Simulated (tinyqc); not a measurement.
Changing the anneal temperature T: interdiffusion of a quantum well during annealing: blurred potential and shift of the confined levels. Computed by tinyqc, a small Python program. Command: `OMP_NUM_THREADS=1 python tinyqc.py 3020312 3020313 out.jsonl qwi sweep`. One thread of a shared host (Intel(R) Xeon(R) Processor @ 2.30GHz), about 0.1 s of CPU time with the checks.

A square well of width w is blurred by Fick diffusion with a constant coefficient; band offsets are linear in composition, masses are uniform, and strain and excitons are ignored.

Inputs (values chosen for the exercise, modelled on GaAs in AlGaAs):
```
quantity,value,unit
well width w,7.1,nm
electron mass m_e,0.065,m_0
hole mass m_h,0.389,m_0
conduction offset V_c,0.26,eV
valence offset V_v,0.12,eV
prefactor D0,0.5,cm^2/s
activation energy E,3.86,eV
anneal time t,50,s
```

Constants: k_B = 8.617333262e-05 eV/K; hbar^2/(2 m_0) = 3.80998212 eV angstrom^2.

Method:
- D = D0 exp(-E/(k_B T)); L = sqrt(D t); share of well material at the centre erf(w/(4L)); 1 nm = 1e-7 cm.
- Temperatures in kelvin are T(C) + 273.15.
- With L = sqrt(D t) and the share at the centre erf(w/(4L)). After the anneal: V(z) = V {1 - (1/2)[erf((w/2 - z)/(2L)) + erf((w/2 + z)/(2L))]}, energies counted from the original well bottom. Finite differences on 3000 points over |z| < w/2 + 6L + 25 nm; shifts are taken against the same grid with cell-averaged square steps.
- Rise of the bottom = V (1 - share at the centre). Overlap = |<electron|hole>|^2.

One run for each value:
```
anneal temperature T (C),blue shift of the transition (meV),diffusion length L (nm),share at the centre
840,0.291,0.0914,1.0000
860,0.581,0.1304,1.0000
880,1.131,0.1837,1.0000
900,2.142,0.2557,1.0000
920,3.944,0.3522,1.0000
940,7.094,0.4799,1.0000
960,12.491,0.6475,0.9999
1000,36.208,1.1456,0.9716
```

Give the missing row, anneal temperature T (C) = 980.

Computed row:
```
anneal temperature T (C)  blue shift of the transition (meV)  diffusion length L (nm)  share at the centre
980                                                   21.556                   0.8652               0.9963
```

Interpolating between the two neighbouring rows (linearly) misses most in blue shift of the transition (meV), by 13 %. Over the rows, blue shift of the transition (meV) rises from 0.291 to 36.2; diffusion length L (nm) rises from 0.0914 to 1.15; share at the centre falls from 1.00 to 0.972, flat over part of the range. The apparent activation energy of the shift is 3.76 eV between the first rows and 3.57 eV between the last, against E = 3.86 eV: only small shifts measure E directly.
